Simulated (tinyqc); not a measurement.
Probe couplings from its potential.

Inverse problem. One voltage probe p sits between leads L (mu = 1) and R (mu = 0) without magnetic field: mu_p = T_pL/(T_pL + T_pR), T_eff = T_RL + T_pL T_pR/(T_pL + T_pR). Find T_pL and T_pR.

T_RL = 0.21
mu_p = 0.54166667
T_eff = 0.38875000

Answer. T_eff - T_RL equals T_pL (1 - mu_p) and also T_pR mu_p.

T_pL = 0.3900
T_pR = 0.3300

tinyqc, about 0.01 s, one thread, Intel Xeon 2.30GHz (shared host): `OMP_NUM_THREADS=1 python tinyqc.py 2700102 2700103 out.jsonl`
